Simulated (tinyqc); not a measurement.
Matthiessen's rule against the full average: mobility of a non-polar semiconductor in the relaxation-time approximation. Computed by tinyqc, a small Python program. Command: `OMP_NUM_THREADS=1 python tinyqc.py 3001874 3001875 out.jsonl rta walk`. One thread of a shared host (Intel(R) Xeon(R) Processor @ 2.30GHz), about 0.01 s of CPU time with the checks.

Each valley is treated as a sphere of mass m_d for states and rates, with one isotropic relaxation time; the conductivity mass m_c sets the current.

Inputs (values chosen for the exercise, modelled on electrons in germanium):

| quantity | value | unit |
|---|---|---|
| longitudinal mass m_l | 1.56 | m_0 |
| transverse mass m_t | 0.083 | m_0 |
| equivalent valleys Z | 4 | - |
| non-parabolicity alpha | 0.64 | 1/eV |
| static permittivity eps_s | 16 | - |
| density rho | 5323 | kg/m^3 |
| sound velocity v_l | 5360 | m/s |
| acoustic deformation potential D_A | 11 | eV |
| phonon energy hbar w | 33.2 | meV |
| optical or intervalley deformation potential D_o | 4.3 | 1e8 eV/cm |
| final valleys Z_f | 3 | - |
| carrier density n | 7.9e+16 | 1/cm^3 |
| compensation ratio C | 0 | - |
| temperature T | 77 | K |

Band: Kane. Impurity formula: Brooks-Herring. Further scattering: none.

Constants: k_B = 8.617333262e-05 eV/K; m_0 = 9.1093837015e-31 kg; e = 1.602176634e-19 C; hbar = 1.054571817e-34 J s; eps_0 = 8.8541878128e-12 F/m; k_B = 1.380649e-23 J/K; hbar = 6.582119569e-16 eV s.

Method:
- m_d = (m_l m_t^2)^(1/3); 1/m_c = (1/m_l + 2/m_t)/3; Hall mass factor A = 3 K_m (K_m + 2)/(2 K_m + 1)^2, K_m = m_l/m_t; N_I = n (1 + C)/(1 - C).
- Kane band: hbar^2 k^2/(2 m) = E (1 + alpha E), speed v = hbar k/(m (1 + 2 alpha E)), states per spin, volume and energy g(E) = m k (1 + 2 alpha E)/(2 pi^2 hbar^2); overlap factors are set to 1. Here m = m_d. Masses are multiplied by m_0 and all formulas are in SI units.
- The reduced Fermi level eta = E_F/(k_B T) solves n = 2 Z int g f dE with f = 1/(1 + exp(x - eta)) (Z = 1 unless valleys are given); screening length L_s = sqrt(eps_s eps_0 k_B T/(e^2 dn/deta)), dn/deta = 2 Z int g f (1 - f) dE.
- Integrals over x = E/(k_B T) use 160 Gauss-Legendre points in u = sqrt(x) from 0 to sqrt(max(eta, 0) + 32).
- Phonon occupation N_q = 1/(exp(hbar w/(k_B T)) - 1).
- Acoustic deformation potential (elastic, equipartition, absorption and emission together): 1/tau = 2 pi k_B T D_A^2 g(E)/(hbar rho v_l^2).
- Optical or intervalley deformation potential: 1/tau = (pi Z_f D_o^2/(rho w)) [N_q g(E + hbar w) + (N_q + 1) g(E - hbar w)], with g = 0 below the band edge.
- Each optical term is multiplied by (1 - f(E'))/(1 - f(E)), E' the final energy, for Pauli blocking.
- Singly charged impurities, momentum relaxation: 1/tau = N_I e^4 m (1 + 2 alpha E) Phi/(8 pi (eps_s eps_0)^2 hbar^3 k^3), with alpha = 0 for a parabolic band.
- Brooks-Herring: Phi = ln(1 + b) - b/(1 + b), b = 4 k^2 L_s^2.
- mu = (m_d/m_c) (2 Z e/(3 n k_B T)) int g v^2 tau f (1 - f) dE.
- Averages over x are split at the emission threshold x_0 = hbar w/(k_B T): 64 Gauss-Legendre points in sqrt(x) below it and 128 in sqrt(x - x_0) above it, up to x = max(eta, 0) + 32.
- Rates are added at each energy before the average. With <y> = int g v^2 y f (1 - f) dE: Hall factor r_H = A (3 n k_B T/(2 Z m_d)) <tau^2/(1 + 2 alpha E)>/<tau>^2 (alpha = 0 for a parabolic band); Hall mobility r_H mu; |S| = (k_B/e) (<x tau>/<tau> - eta); resistivity 1/(n e mu).
- Matthiessen's rule adds 1/mu of the separate processes.

acoustic mobility = 44950.6 cm^2/(V s)

optical mobility = 2.24464e+06 cm^2/(V s)

ionised impurity mobility = 10227.7 cm^2/(V s)

drift mobility mu = 6859.01 cm^2/(V s)

Separate mobilities:

| process | mu (cm^2/(V s)) | share of the sum of 1/mu (%) |
|---|---|---|
| acoustic | 4.4951e+04 | 18.467 |
| optical | 2.2446e+06 | 0.370 |
| ionised impurity | 1.0228e+04 | 81.163 |

mobility by Matthiessen's rule = 8301.1 cm^2/(V s)

excess of Matthiessen's rule over the full mu = 21.025 %

The rule gives 8301 against the full 6859, 21.0 % too high; it can only overestimate, since each separate average is carried by the energies where that process is weak. The largest shares are ionised impurity (81 %) and acoustic (18 %). Caution: n is taken as given; at low temperature (in diamond even at 300 K) real dopants can freeze out, which changes n and N_I.

Extremes, crossings and ranges named in words are read from the listed rows.
